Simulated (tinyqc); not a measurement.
Worked calculation: sp3 tight binding, zinc-blende lattice. One step of it, computed by the program tinyqc.

Question. Levels at X. Diagonalise the Hermitian matrix.

H(k) at X (eV):
```
                     a s                a px                a py                a pz
a s           -16.000000            0.000000            0.000000            0.000000
a px            0.000000           -6.270000            0.000000            0.000000
a py            0.000000            0.000000           -6.270000            0.000000
a pz            0.000000            0.000000            0.000000           -6.270000
c s             0.000000  0.000000+3.125453i            0.000000            0.000000
c px  0.000000-3.125453i            0.000000            0.000000            0.000000
c py            0.000000            0.000000            0.000000  0.000000-3.621670i
c pz            0.000000            0.000000  0.000000-3.621670i            0.000000

                     c s                c px                c py                c pz
a s             0.000000  0.000000+3.125453i            0.000000            0.000000
a px  0.000000-3.125453i            0.000000            0.000000            0.000000
a py            0.000000            0.000000            0.000000  0.000000+3.621670i
a pz            0.000000            0.000000  0.000000+3.621670i            0.000000
c s           -16.000000            0.000000            0.000000            0.000000
c px            0.000000           -6.270000            0.000000            0.000000
c py            0.000000            0.000000           -6.270000            0.000000
c pz            0.000000            0.000000            0.000000           -6.270000
```

Give: eigenvalues.

Answer.

eigenvalues (eV): -16.9174  -16.9174  -9.8917  -9.8917  -5.3526  -5.3526  -2.6483  -2.6483
